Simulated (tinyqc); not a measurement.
Worked calculation: one-electron ion in a basis of Gaussians. One step of it, computed by the program tinyqc.

Task: Matrices over normalised Gaussians. With p = a_i + a_j and I(k) = Gamma((k+1)/2) / (2 p^((k+1)/2)): S = I(2l+2), T = (2l+3) a_i a_j S / p, V = -Z I(2l+1), each divided by sqrt(S_ii S_jj).

exponents of r^l exp(-a r^2) (1/bohr^2): [0.250300, 0.809300, 2.617000]

Z = 5

l = 1

Give: S; T; V.

Result:

S:
$$\begin{pmatrix}
1.0000 & 0.6652 & 0.2395 \\
0.6652 & 1.0000 & 0.6651 \\
0.2395 & 0.6651 & 1.0000
\end{pmatrix}$$

T (hartree):
$$\begin{pmatrix}
0.6258 & 0.6358 & 0.2735 \\
0.6358 & 2.0232 & 2.0557 \\
0.2735 & 2.0557 & 6.5425
\end{pmatrix}$$

V (hartree):
$$\begin{pmatrix}
-2.6612 & -2.5754 & -1.5251 \\
-2.5754 & -4.7852 & -4.6307 \\
-1.5251 & -4.6307 & -8.6050
\end{pmatrix}$$
